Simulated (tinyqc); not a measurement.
Phonon transmission through an interface between two chains by Green functions. Inputs raised by 10 %, one at a time. Computed by tinyqc, a small Python program. Command: `OMP_NUM_THREADS=1 python tinyqc.py 3025488 3025489 out.jsonl agf sens`. One thread of a shared host (Intel(R) Xeon(R) Processor @ 2.30GHz), about 0.04 s of CPU time with the checks.

Two semi-infinite chains (masses m_1, m_2; springs k_1, k_2), motion along the chain. The central region holds the end atom of each chain and two interlayer atoms of mass m_b, joined by springs k_b. lambda = omega^2 in eV/(angstrom^2 u); nu = 15.6333042 THz x sqrt(lambda).

Inputs (values chosen for the exercise, for two model chains):
```
quantity                          value           unit
mass m_1                           14.6              u
spring k_1                         2.13  eV/angstrom^2
mass m_2                           38.8              u
spring k_2                         3.05  eV/angstrom^2
junction spring k_b               0.765  eV/angstrom^2
interlayer mass m_b                16.8              u
probe frequency / lower band top   0.33              -
temperature T                        50              K
```

Atoms in the interlayer: two.

Constants: nu for 1 eV/(angstrom^2 u) = 15.6333042 THz; h x 1 THz = 4.135667696 meV; k_B = 8.617333262e-05 eV/K; k_B = 1.380649e-23 J/K; h = 6.62607015e-34 J s.

Method:
- nu_max = 15.6333042 THz x 2 sqrt(k/m); impedance Z = sqrt(k m); long-wave transmission 4 Z_1 Z_2/(Z_1 + Z_2)^2; the probe frequency is the given share of the lower band top.
- In chain i, sin(q_i a/2) = nu/nu_max,i. An outgoing wave makes the next atom move as exp(i q_i a) times the end atom, so the lead adds the self-energy Sigma_i = -k_i exp(i q_i a) to the force-constant matrix; Gamma_i = -2 Im Sigma_i = 2 k_i sin(q_i a).
- A = lambda M - K - Sigma over the central atoms, with K_ii the sum of the springs at i, K_(i,i+1) = -k_b; G = inverse of A; transmission = Gamma_1 Gamma_2 |G_(first,last)|^2.
- Landauer conductance G = k_B int tau(nu) x^2 e^x/(e^x - 1)^2 d nu, x = h nu/(k_B T), from 0 to the lower band top (240 Gauss-Legendre points in s from 0 to 1, nu = nu_top sin(pi s/2)); tau is the transmission, and its thermal mean is G over the value for tau = 1 in the same window; the quantum is g_0 = pi^2 k_B^2 T/(3 h).

Runs:
```
input moved                           from      to  conductance G (pW/K)  thermal mean of the transmission  long-wave transmission  transmission
base run                                 -       -                31.104                           0.66129                 0.89618       0.77168
mass m_1 (u)                          14.6   16.06                30.855                           0.65600                 0.90959       0.76054
spring k_1 (eV/angstrom^2)            2.13   2.343                30.815                           0.65514                 0.90959       0.76889
mass m_2 (u)                          38.8   42.68                30.284                           0.64526                 0.88208       0.70252
spring k_2 (eV/angstrom^2)            3.05   3.355                30.342                           0.64399                 0.88208       0.80915
junction spring k_b (eV/angstrom^2)  0.765  0.8415                32.481                           0.69056                 0.89618       0.74402
interlayer mass m_b (u)               16.8   18.48                31.759                           0.67522                 0.89618       0.84526
temperature T (K)                       50      55                33.362                           0.64803                 0.89618       0.77168
```

Exponents ln(y'/y) / ln(x'/x):
```
input                conductance G  thermal mean of the transmission  long-wave transmission  transmission
mass m_1                    -0.084                            -0.084                   0.156        -0.153
spring k_1                  -0.098                            -0.098                   0.156        -0.038
mass m_2                    -0.280                            -0.257                  -0.166        -0.985
spring k_2                  -0.260                            -0.278                  -0.166         0.498
junction spring k_b          0.454                             0.454                   0.000        -0.383
interlayer mass m_b          0.219                             0.219                   0.000         0.956
temperature T                0.735                            -0.212                   0.000         0.000
```

To which inputs is each result most sensitive?

Among the inputs moved here: conductance G answers most in size to temperature T (exponent +0.735), next to junction spring k_b (+0.454). Thermal mean of the transmission answers most in size to junction spring k_b (exponent +0.454), next to spring k_2 (-0.278). Long-wave transmission answers most in size to spring k_2 (exponent -0.166), and about equally to mass m_2 (-0.166); its exponent is below 0.0005 for junction spring k_b, interlayer mass m_b, temperature T. Its exponent 0.000 in junction spring k_b: long waves do not see the junction. Transmission answers most in size to mass m_2 (exponent -0.985), next to interlayer mass m_b (+0.956); its exponent is below 0.0005 for temperature T.
